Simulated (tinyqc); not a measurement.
# Polycrystalline film, grain-boundary barriers (Seto model): effects of single changes

One-dimensional grains of size Lg with donors N; each boundary has Qt acceptor-like traps per area at one level Et below the band edge. Trapped electrons qt deplete a width w = qt/N (both sides together) and raise a barrier Vb = q N w^2/(8 eps0 eps_r). Current crosses the barriers by thermionic emission at small bias. Abrupt depletion, full ionisation, Boltzmann statistics.

Parameters, values chosen for the exercise; values close to those of polycrystalline silicon: temperature T = 250 K; relative permittivity of the semiconductor eps_r = 11.7; grain size Lg = 30 nm; trap density at a boundary Qt = 2.1e12 cm^-2; donor density N = 1.7e17 cm^-3; mobility inside a grain mg = 220 cm^2/(V s); collection velocity at the barrier vc = 8.7e6 cm/s; conduction-band density of states at T Nc = 2.13e19 cm^-3; trap level below the band edge Et = 0.45 eV.

Constants: q = 1.602176634e-19 C, kB = 1.380649e-23 J/K, Vt = kB T/q, eps0 = 8.8541878128e-14 F/cm where lengths are in cm. Results are converted to the units shown.

Each table varies one quantity; the others keep the values above.

## Effect of the grain size

Partly depleted grains: the density at the grain centre is n0 = N and qt = Qt/(1 + 2 (Nc/N) exp((Vb - Et)/Vt)). If that gives qt >= N Lg, the grains are fully depleted: qt = N Lg, w = Lg and n0 = 2 Nc exp((Vb - Et)/Vt)/(Qt/(N Lg) - 1). Resistivity: barriers rb = Vt exp(Vb/Vt)/(q n0 vc Lg), grain interior rg = (1 - w/Lg)/(q mg N); effective mobility 1/(q N (rb + rg)).

Effect of the grain size:
```
Lg (nm)	w/Lg	Vb (V)	n0 (cm^-3)	resistivity (ohm cm)
6	1.0000	0.0011831	1.9483e9	1.3967e7
9.8	1.0000	0.0031564	3.6041e9	5.0663e6
16	1.0000	0.0084135	7.9435e9	1.7971e6
26	1.0000	0.022217	2.7010e10	6.1725e5
42	1.0000	0.057974	2.7444e11	1.9774e5
68	1.0000	0.15197	5.1208e13	51378
110	0.87422	0.30392	1.7000e17	11068
180	0.53425	0.30392	1.7000e17	6763.7
```

Read the table: what changes, and by how much?

As Lg goes from 6 to 180 nm, the barrier rises from 0.00118 to 0.304 V and the resistivity falls from 1.40e7 to 6760 ohm cm. The grains are fully depleted in 6 of the 8 rows. For Lg = 6 to 26 nm the barrier is under 2 Vt, where the depletion and emission pictures are rough.

## Effect of the trap density at a boundary

Same model as above.

Effect of the trap density at a boundary:
```
Qt (cm^-2)	w/Lg	Vb (V)	n0 (cm^-3)	resistivity (ohm cm)
3.5e11	0.6863	0.01393	1.700e17	0.1102
5.2e11	1.000	0.02958	7.272e12	2796
7.6e11	1.000	0.02958	2.909e11	6.991e4
1.1e12	1.000	0.02958	1.233e11	1.650e5
1.6e12	1.000	0.02958	6.672e10	3.048e5
2.4e12	1.000	0.02958	3.848e10	5.285e5
3.6e12	1.000	0.02958	2.353e10	8.641e5
5.2e12	1.000	0.02958	1.551e10	1.311e6
```

Read the table: what changes, and by how much?

As Qt goes from 3.5e11 to 5.2e12 cm^-2, the barrier rises from 0.0139 to 0.0296 V and the resistivity rises from 0.110 to 1.31e6 ohm cm. The grains are fully depleted in 7 of the 8 rows. In every row the barrier is under 2 Vt, where the depletion and emission pictures are rough.

Program tinyqc, `OMP_NUM_THREADS=1 python tinyqc.py 2610141 2610142 out.jsonl`; Intel Xeon 2.30GHz, shared host, one thread, about 0.01 s.
